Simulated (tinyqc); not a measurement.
Mobility of a non-polar semiconductor in the relaxation-time approximation. Changing the compensation ratio C. Computed by tinyqc, a small Python program. Command: `OMP_NUM_THREADS=1 python tinyqc.py 3005680 3005681 out.jsonl rta sweep`. One thread of a shared host (Intel(R) Xeon(R) Processor @ 2.30GHz), about 0.02 s of CPU time with the checks.

Each valley is treated as a sphere of mass m_d for states and rates, with one isotropic relaxation time; the conductivity mass m_c sets the current.

Inputs (values chosen for the exercise, modelled on electrons in silicon): longitudinal mass m_l = 0.926 m_0; transverse mass m_t = 0.194 m_0; equivalent valleys Z = 6; non-parabolicity alpha = 0.49 1/eV; static permittivity eps_s = 11.7; density rho = 2329 kg/m^3; sound velocity v_l = 9180 m/s; acoustic deformation potential D_A = 9.8 eV; phonon energy hbar w = 61.2 meV; optical or intervalley deformation potential D_o = 5.5 1e8 eV/cm; final valleys Z_f = 5; carrier density n = 1.1e+17 1/cm^3; temperature T = 300 K; alloy fraction x = 0.47; alloy potential U = 1.1 eV; lattice constant a = 5.41 angstrom.

Band: Kane. Impurity formula: Brooks-Herring. Further scattering: alloy.

Constants: k_B = 8.617333262e-05 eV/K; m_0 = 9.1093837015e-31 kg; e = 1.602176634e-19 C; hbar = 1.054571817e-34 J s; eps_0 = 8.8541878128e-12 F/m; k_B = 1.380649e-23 J/K; hbar = 6.582119569e-16 eV s.

Method:
- m_d = (m_l m_t^2)^(1/3); 1/m_c = (1/m_l + 2/m_t)/3; Hall mass factor A = 3 K_m (K_m + 2)/(2 K_m + 1)^2, K_m = m_l/m_t; N_I = n (1 + C)/(1 - C).
- Kane band: hbar^2 k^2/(2 m) = E (1 + alpha E), speed v = hbar k/(m (1 + 2 alpha E)), states per spin, volume and energy g(E) = m k (1 + 2 alpha E)/(2 pi^2 hbar^2); overlap factors are set to 1. Here m = m_d. Masses are multiplied by m_0 and all formulas are in SI units.
- The reduced Fermi level eta = E_F/(k_B T) solves n = 2 Z int g f dE with f = 1/(1 + exp(x - eta)) (Z = 1 unless valleys are given); screening length L_s = sqrt(eps_s eps_0 k_B T/(e^2 dn/deta)), dn/deta = 2 Z int g f (1 - f) dE.
- Integrals over x = E/(k_B T) use 160 Gauss-Legendre points in u = sqrt(x) from 0 to sqrt(max(eta, 0) + 32).
- Phonon occupation N_q = 1/(exp(hbar w/(k_B T)) - 1).
- Acoustic deformation potential (elastic, equipartition, absorption and emission together): 1/tau = 2 pi k_B T D_A^2 g(E)/(hbar rho v_l^2).
- Optical or intervalley deformation potential: 1/tau = (pi Z_f D_o^2/(rho w)) [N_q g(E + hbar w) + (N_q + 1) g(E - hbar w)], with g = 0 below the band edge.
- Each optical term is multiplied by (1 - f(E'))/(1 - f(E)), E' the final energy, for Pauli blocking.
- Singly charged impurities, momentum relaxation: 1/tau = N_I e^4 m (1 + 2 alpha E) Phi/(8 pi (eps_s eps_0)^2 hbar^3 k^3), with alpha = 0 for a parabolic band.
- Brooks-Herring: Phi = ln(1 + b) - b/(1 + b), b = 4 k^2 L_s^2.
- Alloy disorder: 1/tau = (2 pi/hbar) Omega x (1 - x) U^2 g(E), Omega = a^3/4 (other conventions for Omega rescale U).
- mu = (m_d/m_c) (2 Z e/(3 n k_B T)) int g v^2 tau f (1 - f) dE.
- Averages over x are split at the emission threshold x_0 = hbar w/(k_B T): 64 Gauss-Legendre points in sqrt(x) below it and 128 in sqrt(x - x_0) above it, up to x = max(eta, 0) + 32.
- Rates are added at each energy before the average. With <y> = int g v^2 y f (1 - f) dE: Hall factor r_H = A (3 n k_B T/(2 Z m_d)) <tau^2/(1 + 2 alpha E)>/<tau>^2 (alpha = 0 for a parabolic band); Hall mobility r_H mu; |S| = (k_B/e) (<x tau>/<tau> - eta); resistivity 1/(n e mu).

One run for each value; columns: (1) compensation ratio C; (2) drift mobility mu (cm^2/(V s)); (3) ionised impurity mobility (cm^2/(V s)); (4) Hall factor r_H; (5) Seebeck coefficient |S| (microvolt/K):
```
(1)     (2)   (3)     (4)    (5)
0.00  259.7  8203  0.9728  657.6
0.10  254.1  6712  0.9644  659.5
0.25  244.1  4922  0.9520  662.8
0.40  231.7  3516  0.9396  667.0
0.55  215.4  2382  0.9273  672.6
0.70  191.6  1448  0.9161  681.0
0.80  167.3   911  0.9115  690.1
0.90  126.4   432  0.9195  707.1
```

What does the table show, and why?

Over the rows, drift mobility mu (cm^2/(V s)) falls from 260 to 126; ionised impurity mobility (cm^2/(V s)) falls from 8200 to 432; Hall factor r_H goes from 0.973 through a minimum among these rows, 0.912 at 0.800, to 0.919. Compensation adds scatterers without adding carriers or screening: N_I/n grows from 1 to 19, and mu keeps 49 % of its first value.

Extremes, crossings and ranges named in words are read from the listed rows.
